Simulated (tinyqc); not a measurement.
Inside a calculation: tunnelling through a thin dielectric with one trap, as a tight-binding chain. Values are carried at full precision from step to step, so a last printed digit may differ when a step is redone from the rounded ones.

Hopping -t everywhere, t = c/(m a^2), c = hbar^2/2m0; lead sites at 2t (band bottom 0), barrier sites 1 to N at 2t + phi, and site j has U besides. No voltage. Leads give S = -t exp(ika) on sites 1 and N, cos(ka) = 1 - E/(2t). T = (2 t sin(ka))^2 |G_1N|^2, G = (E - H - S)^-1. In the barrier cosh(q a) = 1 + (phi - E)/(2t).

Constants: hbar^2/2m0 = 3.80998211 eV angstrom^2; hbar = 6.58211957e-16 eV s.

Values chosen for the exercise (barrier and mass of the size used for SiO2 on silicon; shifted at random, so the results belong to these values and not to a real crystal): a = 2 angstrom (site spacing); m = 0.47 m0 (mass, the same in leads and barrier); phi = 3.19 eV (conduction edge of the barrier above that of the leads); U = -4.58 eV (extra energy on the trap site); E = 0.6 eV (electron energy); N = 9 (barrier sites); j = 5 (site of the trap).

## Scales

Form t, ka, q a, and the level of the trap in an endless barrier, Eb = phi + 2t - sqrt(4 t^2 + U^2).

t = 2.0266 eV
ka = 0.55106 rad
q a = 1.07759
Eb = 1.1272 eV

## The matrix E - H - S

Fill it in.

E - H - S (eV):
```
                 1        2        3        4        5        6
1  -4.9166+1.0611i   2.0266   0.0000   0.0000   0.0000   0.0000
2           2.0266  -6.6432   2.0266   0.0000   0.0000   0.0000
3           0.0000   2.0266  -6.6432   2.0266   0.0000   0.0000
4           0.0000   0.0000   2.0266  -6.6432   2.0266   0.0000
5           0.0000   0.0000   0.0000   2.0266  -2.0632   2.0266
6           0.0000   0.0000   0.0000   0.0000   2.0266  -6.6432
7           0.0000   0.0000   0.0000   0.0000   0.0000   2.0266
8           0.0000   0.0000   0.0000   0.0000   0.0000   0.0000
9           0.0000   0.0000   0.0000   0.0000   0.0000   0.0000

         7        8                9
1   0.0000   0.0000           0.0000
2   0.0000   0.0000           0.0000
3   0.0000   0.0000           0.0000
4   0.0000   0.0000           0.0000
5   0.0000   0.0000           0.0000
6   2.0266   0.0000           0.0000
7  -6.6432   2.0266           0.0000
8   2.0266  -6.6432           2.0266
9   0.0000   2.0266  -4.9166+1.0611i
```

## Transmission

Invert the matrix; T = (2 t sin(ka))^2 |G_1N|^2.

first row of G (1/eV): -0.2229-0.05603i  -0.07656-0.01925i  -0.02812-0.007070i  -0.01560-0.003926i  -0.02302-0.005799i  -0.007839-0.001978i  -0.002671-0.0006839i  -0.0009185-0.0002642i  -0.0003393-0.0001821i

T = 6.678e-07

Without the trap T is 1.12e-08: the trap changes it by a factor 59.4 at this energy.

## The resonance

Resonance: the lowest eigenvalue of H + S(E), iterated until its real part equals E (40 rounds from Eb = phi + 2t - sqrt(4t^2 + U^2), the level in an endless barrier). With v the normalised squared amplitudes of that state, Gamma_L = 2 t sin(ka) v_1, Gamma_R = 2 t sin(ka) v_N; Breit-Wigner T = Gamma_L Gamma_R/((E - Er)^2 + (Gamma_L + Gamma_R)^2/4).

Find Er, the two widths, the peak height 4 Gamma_L Gamma_R/(Gamma_L + Gamma_R)^2 and the escape time hbar/(Gamma_L + Gamma_R).

Er = 1.1271 eV

widths (meV): left 1.098, right 1.098

peak height = 1.000
escape time = 300 fs

squared amplitudes: 0.0004  0.0023  0.0155  0.1075  0.7487  0.1075  0.0155  0.0023  0.0004

The nearby leads move the level 0.1 meV below its value in an endless barrier. The trap is equally far from both leads, so the peak reaches one.

## Checks

- T at Er from the chain against the Breit-Wigner peak: both 1.00.
- T without trap against the closed form for a lattice barrier: both 1.125e-08.

Run: tinyqc, `OMP_NUM_THREADS=1 python tinyqc.py 1451130 1451131 out.jsonl`; Intel(R) Xeon(R) Processor @ 2.30GHz, one thread, shared host; about 0.05 s of CPU time with all checks.
